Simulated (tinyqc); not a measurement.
Comparisons within one model: smearing for a one-band metal on the bcc lattice. A value that a table varies takes the place of the one given here.

Lattice vectors (units of a): a1 = (-1/2, 1/2, 1/2), a2 = (1/2, -1/2, 1/2), a3 = (1/2, 1/2, -1/2). E(k) = -t A_1(k) - t2 A_2(k), A_m the sum of cos(k . R) over the 8 nearest and 6 second lattice vectors. Mesh k = sum (j_i/N) b_i, j_i = 0 .. N-1.

With x = (E_k - mu)/sigma: Fermi-Dirac f = 1/(1 + exp(x)), s = -f ln f - (1 - f) ln(1 - f); Gaussian f = erfc(x)/2, s = exp(-x^2)/(2 sqrt(pi)); Methfessel-Paxton (first order) f = erfc(x)/2 - x exp(-x^2)/(2 sqrt(pi)), s = (1 - 2 x^2) exp(-x^2)/(4 sqrt(pi)); cold (Marzari-Vanderbilt) with y = x + 1/sqrt(2), f = erfc(y)/2 + exp(-y^2)/sqrt(2 pi), s = y exp(-y^2)/sqrt(2 pi). With weights w = points/N^d (d the dimension), mu solves 2 sum w f = ne; E = 2 sum w f E_k, S = 2 sum w s, F = E - sigma S.

With x = (E_k - mu)/sigma: Gaussian f = erfc(x)/2, s = exp(-x^2)/(2 sqrt(pi)); Methfessel-Paxton (first order) f = erfc(x)/2 - x exp(-x^2)/(2 sqrt(pi)), s = (1 - 2 x^2) exp(-x^2)/(4 sqrt(pi)). With weights w = points/N^d (d the dimension), mu solves 2 sum w f = ne; E = 2 sum w f E_k, S = 2 sum w s, F = E - sigma S.

With x = (E_k - mu)/sigma: cold (Marzari-Vanderbilt) with y = x + 1/sqrt(2), f = erfc(y)/2 + exp(-y^2)/sqrt(2 pi), s = y exp(-y^2)/sqrt(2 pi). With weights w = points/N^d (d the dimension), mu solves 2 sum w f = ne; E = 2 sum w f E_k, S = 2 sum w s, F = E - sigma S.

Inputs chosen for the exercise:
- t = 0.61 eV (nearest hopping)
- t2 = -0.14 eV (second hopping)
- ne = 0.74 (electrons per cell)
- N = 5 (unshifted mesh)
- sigma = 0.061 eV (width)

## Error of each scheme against the width

All on the dense mesh N = 40. The reference is F of first-order Methfessel-Paxton smearing with sigma = 0.05 t on the mesh N = 40; it moves by 0.78 meV on the mesh N = 50; in three dimensions such meshes can agree by chance and the reference may be off by about 1 meV, so smaller errors are not resolved.

Errors (meV per cell):

| sigma (eV) | FD F | FD (E+F)/2 | Gauss F | Gauss (E+F)/2 | MP F | cold F |
|---|---|---|---|---|---|---|
| 0.061 | -5.10 | 0.11 | -0.72 | 0.00 | 0.00 | -0.01 |
| 0.091 | -11.50 | -0.25 | -1.66 | 0.07 | 0.07 | 0.06 |
| 0.122 | -19.98 | -1.14 | -3.03 | 0.16 | 0.16 | 0.16 |
| 0.183 | -42.11 | -4.36 | -7.06 | 0.16 | 0.16 | -0.17 |
| 0.244 | -69.93 | -9.30 | -12.58 | -0.20 | -0.19 | -1.20 |
| 0.366 | -139.11 | -23.66 | -27.33 | -1.89 | -1.81 | -4.82 |
| 0.488 | -222.66 | -43.35 | -46.25 | -4.74 | -4.58 | -10.20 |

reference = -1.16231 eV

How do the results move?

Doubling sigma from 0.122 to 0.244 eV multiplies the error of F by 3.5 (Fermi-Dirac) and 4.1 (Gaussian); a pure sigma^2 term would give 4. At the smallest width Fermi-Dirac errs 7.0 times as much as Gaussian, against 2 pi^2/3 = 6.6 for the ratio of the sigma^2 terms at equal sigma. At the largest width the sizes of the errors rank MP F 4.6, Gauss (E+F)/2 4.7, cold F 10.2, FD (E+F)/2 43.4, Gauss F 46.2, FD F 222.7 meV; below about 1 meV this order, and the ratios at the smallest width, carry the noise of the mesh.

## Mesh against width

Gaussian smearing, (E + F)/2. The reference is F of first-order Methfessel-Paxton smearing with sigma = 0.05 t on the mesh N = 40; it moves by 0.78 meV on the mesh N = 50; in three dimensions such meshes can agree by chance and the reference may be off by about 1 meV, so smaller errors are not resolved.

Errors (meV per cell):

| N | sigma = 0.05 t | sigma = 0.15 t | sigma = 0.4 t |
|---|---|---|---|
| 4 | 94.16 | 87.24 | 70.02 |
| 6 | -10.58 | -12.35 | -14.78 |
| 8 | -16.97 | -17.52 | -17.86 |
| 12 | -0.98 | -1.23 | -1.16 |
| 16 | 7.31 | 6.08 | 2.49 |
| 24 | -1.00 | -1.03 | -0.63 |

reference = -1.16231 eV

How do the results move?

First N from which the value stays within 2 meV of its last entry (which need not be the best one): none before the last for sigma = 0.05 t, none before the last for sigma = 0.15 t, none before the last for sigma = 0.4 t. At the last mesh the errors are -1.00, -1.03 and -0.63 meV. The 2 meV bar does not tell the widths apart. The smallest error belongs to 0.05 t on 3, 0.15 t on 0, 0.4 t on 3 of the 6 meshes.

## What moves the results of cold (Marzari-Vanderbilt) smearing

All sums formed anew. Each row changes one parameter from the base and keeps the others.

Results:

| case | mu (eV) | E (eV) | S | F (eV) |
|---|---|---|---|---|
| base | -0.8231 | -1.1460 | 0.0218 | -1.1474 |
| N = 10 | -0.6663 | -1.1715 | -0.0058 | -1.1711 |
| sigma = 0.122 eV | -0.8794 | -1.1532 | -0.0525 | -1.1468 |
| ne = 0.84 | -0.6731 | -1.2242 | 0.0155 | -1.2252 |
| t2 = -0.079 eV | -0.5799 | -1.1810 | 0.0358 | -1.1832 |
| t = 0.671 eV | -0.8375 | -1.2683 | 0.0219 | -1.2696 |

What can be read from the table?

The largest shifts from the base row, up to three for each result and ties (the steps differ in size, so this ranks the rows, not the parameters). mu (eV): t2 +0.2432, N +0.1568, ne +0.1500. E (eV): t -0.1223, ne -0.0782, t2 -0.0350. S: sigma -0.0743, N -0.0276, t2 +0.0140. F (eV): t -0.1223, ne -0.0778, t2 -0.0359.

(tinyqc, `OMP_NUM_THREADS=1 python tinyqc.py 1680558 1680559 out.jsonl`, Intel(R) Xeon(R) Processor @ 2.30GHz, 1 thread, shared host, about 0.2 s.)
